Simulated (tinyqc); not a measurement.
Ewald sum of point charges, rock salt, strained along z by a factor 1.06, lattice, step by step. Computed by tinyqc, a small Python program that keeps every step. Command: `OMP_NUM_THREADS=1 python tinyqc.py 26549 26550 out.jsonl` (the two numbers bound the seeds that draw the settings). One thread of a shared host (Intel(R) Xeon(R) Processor @ 2.60GHz), about 0.04 s of CPU time with the checks.

## Ewald sum with eta = 0.475 1/bohr

cell vectors (rows) (bohr):
```
        1       2       3
1  0.0000  3.5850  3.8000
2  3.5850  0.0000  3.8000
3  3.5850  3.5850  0.0000
```

Charges:

| q | f1 | f2 | f3 |
|---|---|---|---|
| 2.0000 | 0.0000 | 0.0000 | 0.0000 |
| -2.0000 | 0.5000 | 0.5000 | 0.5000 |

Real space: 1/2 sum q_i q_j erfc(eta r)/r over all images with r > 0; reciprocal space: (2 pi/V) sum_(G != 0) exp(-G^2/4 eta^2)/G^2 |S(G)|^2 with S(G) = sum q exp(i G.r); self term -eta/sqrt(pi) sum q^2; background -pi Q^2/(2 V eta^2), Q the total charge.

Real-space shells (first ones):

| r (bohr) | pairs | sum (hartree) |
|---|---|---|
| 3.5850 | 8 | -0.0715 |
| 3.8000 | 4 | -0.0225 |
| 5.0700 | 8 | 0.0021 |
| 5.2242 | 16 | 0.0028 |
| 6.3360 | 16 | -1.05e-04 |
| 7.1700 | 8 | 3.26e-06 |
| 7.6000 | 4 | 3.48e-07 |
| 8.0163 | 16 | -2.89e-07 |
| 8.1147 | 16 | -1.97e-07 |
| 8.4031 | 16 | -6.30e-08 |
| 8.8714 | 32 | 1.83e-08 |
| 9.1359 | 16 | 2.94e-09 |

Reciprocal shells (first ones that count):

| G^2 (1/bohr^2) | vectors | sum (hartree) |
|---|---|---|
| 2.2193 | 8 | 0.3172 |
| 7.6873 | 8 | 2.14e-04 |
| 8.3628 | 16 | 1.86e-04 |
| 13.8307 | 16 | 2.63e-07 |
| 14.5062 | 8 | 5.94e-08 |
| 18.6231 | 8 | 4.83e-10 |
| 19.9741 | 8 | 1.01e-10 |

## The total does not depend on eta

The same sums for other eta.

Totals (hartree per cell):

| eta | real | reciprocal | self | background | total |
|---|---|---|---|---|---|
| 0.4750 | -0.0893 | 0.3176 | -2.1439 | 0.0000 | -1.915594 |
| 0.6850 | -0.0028 | 1.1789 | -3.0918 | 0.0000 | -1.915594 |
| 0.8940 | -2.93e-05 | 2.1195 | -4.0351 | 0.0000 | -1.915594 |

shortest distance = 3.5850 bohr

Madelung constant -E d / (formula units |q+ q-|) = 1.7169
